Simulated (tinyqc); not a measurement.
# Reflectance at normal incidence against thickness

Normal incidence on air, film (n1) and substrate (N2 = n2 - i k2): r01 = (1 - n1)/(1 + n1), r12 = (n1 - N2)/(n1 + N2), amplitude (r01 + r12 X)/(1 + r01 r12 X), X = exp(-4 pi i n1 d/lam), R its squared modulus, phase from 0 to 360 degrees.

Inputs (values chosen for the exercise):
- lam = 800 nm (wavelength)
- n1 = 1.47 (index of the transparent film)
- n2 = 3.692 (index of the substrate)
- k2 = 0.0065 (extinction coefficient of the substrate)

Results:
```
d (nm)   R (%)  phase of the reflected amplitude (degrees)
0       32.918                                      179.94
34      30.041                                      151.48
101     12.119                                      74.576
135     6.8480                                      2.4447
169     11.599                                      288.71
202     21.409                                      243.70
236     29.704                                      210.25
270     32.908                                      181.66
```

Estimate the missing row, d = 68 nm.

Computed row:
```
d (nm)   R (%)  phase of the reflected amplitude (degrees)
68      21.989                                      118.48
```

With this row back in the table: R goes from 32.9 through a minimum of 6.85 (at d = 135 nm among the rows listed) to 32.9 %. At a quarter wave, d = 136 nm, R = 6.84 %; for a transparent substrate it would vanish for n1 = sqrt(n2) = 1.92.

tinyqc, about 0.01 s, one thread, Intel Xeon 2.30GHz (shared host): `OMP_NUM_THREADS=1 python tinyqc.py 2870183 2870184 out.jsonl`
